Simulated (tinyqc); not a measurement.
Worked calculation: RKS/PBE in the sto-3g basis, for BeH2, spin multiplicity 1. One step of it, computed by the program tinyqc.

Question. Iteration 14 (converged): orbitals. Diagonalise F' = X^T F X, C = X C', fill 3 alpha and 3 beta electrons from the bottom; D = 2 C_occ C_occ^T. Each column has its largest component positive (the first on a tie).

converged F (hartree):
```
            1Be 1s     1Be 2s   1Be 2px    1Be 2py    1Be 2pz      2H 1s      3H 1s
1Be 1s   -3.698987  -1.094114  0.000000   0.000000   0.001155  -0.143289  -0.143289
1Be 2s   -1.094114  -0.477912  0.000000   0.000000   0.000132  -0.178195  -0.178195
1Be 2px   0.000000   0.000000  0.008976   0.000000   0.000000   0.000000   0.000000
1Be 2py   0.000000   0.000000  0.000000  -0.049323   0.000000  -0.156329   0.156329
1Be 2pz   0.001155   0.000132  0.000000   0.000000   0.008370  -0.012629  -0.012629
2H 1s    -0.143289  -0.178195  0.000000  -0.156329  -0.012629  -0.127252  -0.010924
3H 1s    -0.143289  -0.178195  0.000000   0.156329  -0.012629  -0.010924  -0.127252
```

X:
```
            1Be 1s     1Be 2s   1Be 2px    1Be 2py    1Be 2pz      2H 1s      3H 1s
1Be 1s    1.028404  -0.148447  0.000000   0.000000  -0.001279   0.020470   0.020470
1Be 2s   -0.148447   1.130516  0.000000   0.000000   0.010341  -0.197281  -0.197281
1Be 2px   0.000000   0.000000  1.000000   0.000000   0.000000   0.000000   0.000000
1Be 2py   0.000000   0.000000  0.000000   1.176562   0.000000  -0.271825   0.271825
1Be 2pz  -0.001279   0.010341  0.000000   0.000000   1.001029  -0.019723  -0.019723
2H 1s     0.020470  -0.197281  0.000000  -0.271825  -0.019723   1.138925  -0.043171
3H 1s     0.020470  -0.197281  0.000000   0.271825  -0.019723  -0.043171   1.138925
```

Give: F' = X^T F X; orbital energies; coefficients C; D after iteration 14.

Answer.

F' = X^T F X (hartree):
```
         1        2       3        4        5        6        7
1  -3.5986  -0.6098  0.0000   0.0000  -0.0008  -0.0008  -0.0008
2  -0.6098  -0.1936  0.0000   0.0000   0.0087  -0.1201  -0.1201
3   0.0000   0.0000  0.0090   0.0000   0.0000   0.0000   0.0000
4   0.0000   0.0000  0.0000   0.1145   0.0000  -0.1874   0.1874
5  -0.0008   0.0087  0.0000   0.0000   0.0094  -0.0136  -0.0136
6  -0.0008  -0.1201  0.0000  -0.1874  -0.0136  -0.0076  -0.0386
7  -0.0008  -0.1201  0.0000   0.1874  -0.0136  -0.0386  -0.0076
```

orbital energies (hartree): MO1 -3.7048, MO2 -0.2353, MO3 -0.1954, MO4 0.0053, MO5 0.0090, MO6 0.1058, MO7 0.3411

coefficients C:
```
             MO1      MO2      MO3      MO4     MO5      MO6      MO7
1Be 1s    0.9879  -0.2277   0.0000   0.0516  0.0000  -0.2236   0.0000
1Be 2s    0.0453   0.6676   0.0000  -0.2041  0.0000   0.9427   0.0000
1Be 2px   0.0000   0.0000   0.0000   0.0000  1.0000   0.0000   0.0000
1Be 2py   0.0000   0.0000   0.4723   0.0000  0.0000   0.0000   1.1441
1Be 2pz   0.0001   0.0146   0.0000   0.9740  0.0000   0.2324   0.0000
2H 1s    -0.0073   0.3650   0.4587   0.1174  0.0000  -0.7021  -0.7498
3H 1s    -0.0073   0.3650  -0.4587   0.1174  0.0000  -0.7021   0.7498
```

D after iteration 14:
```
          1Be 1s   1Be 2s  1Be 2px  1Be 2py  1Be 2pz    2H 1s    3H 1s
1Be 1s    2.0556  -0.2145   0.0000   0.0000  -0.0064  -0.1806  -0.1806
1Be 2s   -0.2145   0.8955   0.0000   0.0000   0.0196   0.4868   0.4868
1Be 2px   0.0000   0.0000   0.0000   0.0000   0.0000   0.0000   0.0000
1Be 2py   0.0000   0.0000   0.0000   0.4462   0.0000   0.4333  -0.4333
1Be 2pz  -0.0064   0.0196   0.0000   0.0000   0.0004   0.0107   0.0107
2H 1s    -0.1806   0.4868   0.0000   0.4333   0.0107   0.6875  -0.1542
3H 1s    -0.1806   0.4868   0.0000  -0.4333   0.0107  -0.1542   0.6875
```
